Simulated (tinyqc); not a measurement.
## Ballistic Schottky-barrier transistor with a two-dimensional channel, WKB contacts: ambipolar transfer curve

Source Fermi level 0, drain Fermi level -Vd. Far from the contacts Ec = pn - psi, and the gate moves psi one to one; the band edges relax as exp(-x/lam) from pn at the source and pn - Vd at the drain; Ev = Ec - Eg. A carrier of energy w inside the channel band meets at a contact a barrier of height D (the contact edge beyond the channel edge): T = 1 for w >= D, else exp(-S), S = 4 lam sqrt(m/C) [sqrt(D - w) - sqrt(w) arctan sqrt((D - w)/w)], C = hbar^2/(2 m0). The two contacts combine as Ts Td/(Ts + Td - Ts Td).

I/W = g (2 q^2/h) int T(w) [N(Es + w) - N(Ed + w)] dw with w the energy of motion along the channel, N(y) = (1/2 pi) sqrt(pi m kB T/C) Fm(-y/kB T), Fm(x) = (1/sqrt(pi)) int_0^infinity u^(-1/2)/(1 + exp(u - x)) du. Electrons: Ds = psi, Dd = psi - Vd, Es = Ec, Ed = Ec + Vd. Holes: Ds = -psi, Dd = Vd - psi, Es = -Ev, Ed = -Ev - Vd. The size of each current is taken; both flow from drain to source and add. The integrals are converged. Swing = d(psi)/d(log10 I).

Values chosen for this exercise; channel values close to those of a black phosphorus layer: temperature T = 300 K; band gap Eg = 0.691 eV; barrier for electrons at both contacts pn = 0.33 eV; electron mass mn = 0.16 m0; hole mass mp = 0.14 m0; valleys or subbands g = 1; screening length at the contacts lam = 1.2 nm; drain bias Vd = 0.5 V.

Constants: q = 1.602176634e-19 C, kB = 1.380649e-23 J/K, hbar = 1.054571817e-34 J s, h = 6.62607015e-34 J s, m0 = 9.1093837015e-31 kg, Vt = kB T/q, hbar^2/(2 m0) = 0.0380998212 eV nm^2. Results are converted to the units shown.

Ambipolar transfer curve:

| ps (V) | electrons (uA/um) | holes (uA/um) | I (uA/um) | swing (mV/decade) |
|---|---|---|---|---|
| -0.29 | 7.151e-9 | 670.8 | 670.8 | -539.1 |
| -0.22 | 1.072e-7 | 482.6 | 482.6 | -443.9 |
| -0.15 | 1.608e-6 | 321.5 | 321.5 | -354.3 |
| -0.08 | 2.411e-5 | 191.2 | 191.2 | -271.0 |
| -0.01 | 3.616e-4 | 95.01 | 95.01 | -195.5 |
| 0.06 | 0.002919 | 34.66 | 34.67 | -130.9 |
| 0.13 | 0.01999 | 7.490 | 7.510 | -87.99 |
| 0.2 | 0.1493 | 0.9817 | 1.131 | -101.9 |
| 0.27 | 1.186 | 0.1161 | 1.302 | 94.68 |
| 0.34 | 8.601 | 0.01446 | 8.616 | 89.89 |
| 0.41 | 38.61 | 0.001953 | 38.61 | 133.1 |
| 0.48 | 104.3 | 2.789e-4 | 104.3 | 197.9 |

What does the table show?

I goes from 671 through a minimum of 1.13 (at ps = 0.2 V among the rows listed) to 104 uA/um; the exact minimum lies at psi = 0.232 V. Holes carry the left branch and electrons the right. The ratio of the last row to the smallest is 92.2 and of the first row 593, with barriers of 0.33 eV for electrons and 0.361 eV for holes. The steepest swing among the rows is 88.0 mV/decade, against the thermionic limit 59.5.

Range of the model: No scattering, image-force lowering, channel charge or band-to-band tunnelling; parabolic kappa overstates S deep in the gap.

Computed by the program tinyqc: `OMP_NUM_THREADS=1 python tinyqc.py 2390131 2390132 out.jsonl`, one thread of a shared Intel Xeon 2.30GHz, about 0.6 s for the whole run.
